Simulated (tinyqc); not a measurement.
## Voltage drop against the pad pitch

A grid of 17 by 17 nodes with segments Rx (rows) and Ry (columns); every node draws I1 and the central node kh I1; pads with resistance Rp sit at the nodes whose row and column are multiples of the pitch, counting from 0. The drops u = Vdd - V follow from G u = i, with G the conductance matrix and i the load currents, solved directly.

Values chosen for this exercise:

| symbol | value | unit | meaning |
|---|---|---|---|
| Vdd | 0.7 | V | supply voltage |
| Rx | 0.18 | ohm | resistance of a horizontal segment |
| Ry | 0.19 | ohm | resistance of a vertical segment |
| Rp | 0.087 | ohm | resistance from a pad node to the supply |
| kh | 1 |  | factor on the load at the hot node |
| I1 | 0.11 | mA | load current of a node in the large grid |

Result of one run:
```
pads  worst drop (mV)  mean drop (mV)  largest drop at a pad (mV)  largest pad current (mA)  worst drop over Vdd (%)
81            0.05832         0.04642                     0.03811                    0.4381                 0.008331
```

Which pad pitch gave this result: 1, 2, 4, 8 or 16 nodes?

pitch = 2 nodes.

The whole series:
columns A: pitch (nodes); B: pads; C: worst drop (mV); D: mean drop (mV); E: largest drop at a pad (mV); F: largest pad current (mA); G: worst drop over Vdd (%)
```
A     B         C         D         E       F         G
1   289  0.009570  0.009570  0.009570  0.1100  0.001367
2    81   0.05832   0.04642   0.03811  0.4381  0.008331
4    25    0.2368    0.1925    0.1407   1.617   0.03383
8     9    0.8187    0.7194    0.4414   5.074    0.1170
16    4     2.756     2.431    0.6914   7.947    0.3938
```

The worst drop goes from 0.00957 to 2.76 mV while the number of pads falls from 289 to 4; between the last two rows it goes as pitch^(1.75). The largest drop at a pad is 100 % of the worst drop in the first row and 25.1 % in the last; the rest falls along the wires.

Program tinyqc, `OMP_NUM_THREADS=1 python tinyqc.py 2770154 2770155 out.jsonl`; Intel Xeon 2.30GHz, shared host, one thread, about 0.09 s.
